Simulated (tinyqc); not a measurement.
Linear model of a band gap against the share of exact exchange, step by step. Values are carried at full precision from step to step, so a last printed digit may differ when a step is redone from the rounded ones.

E(alpha) = E0 + S alpha. A wider gap screens less, modelled in the Penn form eps(alpha) = 1 + (e0 - 1)(EP/(EP + S alpha))^2 with a scale EP chosen for the exercise. A dielectric-dependent hybrid takes alpha = 1/eps.

Values chosen for the exercise (of the order of those of GaAs; shifted at random, so the results belong to these values and not to a real crystal):
```
symbol   value  unit  meaning
E0       0.52   eV    gap of the semi-local functional
S        5.39   eV    slope dE/d(alpha)
e0       11.34        optical dielectric constant at alpha = 0
EP       10.8   eV    energy scale of the screening
Et       1.5    eV    target gap
a_start  0.1          starting alpha
fv       0.55         share of the opening taken by the valence edge
Ed       0.31   eV    defect level above the semi-local valence top
cd       0            shift of the level per unit opening, on the scale of the mean potential
```

## Fixed shares

Gap, error against the target and eps for alpha = 0, 0.25 and 1/e0; and the alpha that meets the target, (Et - E0)/S.

Results:
```
alpha   E (eV)  E - Et (eV)     eps
0.0000   0.520       -0.980  11.340
0.2500   1.867        0.367   9.173
0.0882   0.995       -0.505  10.487
```

alpha for the target = 0.1818

A quarter of exact exchange overshoots the target by 0.37 eV: the material needs 0.182, and 1/e0 = 0.088 lies further from it than 0.25 does.

## Self-consistent share

Iterate alpha -> 1/eps(alpha) seven times from a_start. The fixed point solves alpha eps(alpha) = 1; the contraction factor there is 2 (eps - 1) S/((EP + S alpha) eps^2).

Iterates:
```
step    alpha      eps  E (eV)
0     0.10000  10.3803  1.0590
1     0.09634  10.4131  1.0393
2     0.09603  10.4158  1.0376
3     0.09601  10.4160  1.0375
4     0.09601  10.4161  1.0375
5     0.09601  10.4161  1.0375
6     0.09601  10.4161  1.0375
7     0.09601  10.4161  1.0375
```

fixed point = 0.09601
contraction factor = 0.0827

The factor is positive, so the iterates approach from one side, the error shrinking to 0.08 of itself each step; the gap is within 0.01 eV of its limit from step 1. Self-consistency moves the gap by +0.042 eV against the one-shot choice 1/e0, since a wider gap screens less.

## Band edges and a deep level

The opening c = S alpha lowers the valence top by fv c and raises the conduction edge by (1 - fv) c, both against the mean potential; the level moves by cd c. Use the fixed point. Compare with stretching the level in proportion to the gap and with pinning it to either edge.

opening c = 0.517 eV

shifts of the valence and conduction edges (eV): [-0.285, 0.233]

level above the valence top = 0.595 eV
level below the conduction edge = 0.443 eV

level above the valence top: stretched, tied to the valence edge, tied to the conduction edge (eV): [0.618, 0.310, 0.827]

The three recipes err by +0.02, -0.28 and +0.23 eV against alignment through the mean potential. A localised level with cd = 0 stays put while the edges move away from it.

## Checks

- Fixed point by bisection against 60 substitutions: both 0.09601.

Computed by tinyqc, a small Python program: `OMP_NUM_THREADS=1 python tinyqc.py 1850249 1850250 out.jsonl` (the numbers bound the seed that draws the inputs); one thread of a shared host (Intel(R) Xeon(R) Processor @ 2.30GHz), about 0.01 s for the whole set of steps.
